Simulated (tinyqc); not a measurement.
Nanosheet or nanowire with hard walls, valleys of the Si type: one step. One-dimensional subbands.

Hard walls around a W x H rectangle. The block w_c of w in (y, z) confines; the transport mass follows from 1/m_x = w_xx - w_xc w_c^-1 w_cx. The cross-section problem c (w_yy ky^2 + 2 w_yz ky kz + w_zz kz^2), c = hbar^2/2m0, is solved in products sin(n pi y/W) sin(l pi z/H), n, l = 1 to 12; if w_yz = 0 the levels are c pi^2 (w_yy n^2/W^2 + w_zz l^2/H^2). The w_yz term couples (n, l) to (n', l') by -2 c w_yz D_nn'(W) D_ll'(H) with D_nm(L) = 4 n m/(L (n^2 - m^2)) for n + m odd and 0 otherwise.

Constants: hbar^2/2m0 = 3.80998211 eV angstrom^2.

Parameters, chosen for this exercise (out of a larger set: near those of Si; not measured data): W = 230 angstrom (width, along y); H = 38 angstrom (height, along z = [001]).

Valleys:

| group | valleys g | w_yy | w_zz | \|w_yz\| | m_x (m0) |
|---|---|---|---|---|---|
| A | 2 | 5.319149 | 1.086957 | 0.000000 | 0.188000 |
| B | 4 | 3.203053 | 5.319149 | 0.000000 | 0.554000 |

Problem. The ten lowest levels of all groups together, numbered within each group.

Give: Subbands.

Solution.

Subbands:

| label | valleys g | m_x (m0) | E (eV) |
|---|---|---|---|
| A1 | 2 | 0.1880 | 0.0321 |
| A2 | 2 | 0.1880 | 0.0434 |
| A3 | 2 | 0.1880 | 0.0623 |
| A4 | 2 | 0.1880 | 0.0888 |
| A5 | 2 | 0.1880 | 0.1170 |
| A6 | 2 | 0.1880 | 0.1228 |
| A7 | 2 | 0.1880 | 0.1283 |
| B1 | 4 | 0.5540 | 0.1408 |
| A8 | 2 | 0.1880 | 0.1473 |
| B2 | 4 | 0.5540 | 0.1476 |

The lowest subband is A1; the number of further ones in the list within kB T = 25.9 meV of it at 300 K is 1.

Computed by tinyqc, a small Python program: `OMP_NUM_THREADS=1 python tinyqc.py 1282345 1282346 out.jsonl` (the numbers bound the seed that draws the inputs); one thread of a shared host (Intel(R) Xeon(R) Processor @ 2.30GHz), about 0.05 s for the whole set of steps.
